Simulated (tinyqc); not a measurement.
Biaxially strained (001) channel, valley splitting in an inversion layer: one step of the calculation.

A thin layer grown on a relaxed buffer is stretched in the plane. The two valleys with their long axis along the growth direction (D2) sink against the four in-plane ones (D4); confinement in a triangular well splits them too. Only the lowest subband of each set is kept; one relaxation time, so the weakening of intervalley scattering is left out.

Task. Critical thickness by substitution. Critical thickness (Matthews-Blakeslee, 60-degree dislocations): h = bv (1 - nu/4)[ln(h/bv) + 1]/(4 pi e_par (1 + nu)), nu = c12/(c11 + c12). The right side gives h(new); e_par = b1 x.

Parameters, values chosen for the exercise; values close to those of silicon on relaxed silicon-germanium: germanium share of the relaxed buffer x = 0.38; lattice mismatch per unit x b1 = 0.0418; elastic constant c11 = 170 GPa; elastic constant c12 = 64.9 GPa; Burgers vector bv = 0.384 nm.

h after iteration 1 = 3.7189253 nm

Wanted: h after iteration 2.

Result.

h after iteration 2 = 4.5893 nm

tinyqc, about 0.01 s, one thread, Intel Xeon 2.30GHz (shared host): `OMP_NUM_THREADS=1 python tinyqc.py 2530106 2530107 out.jsonl`
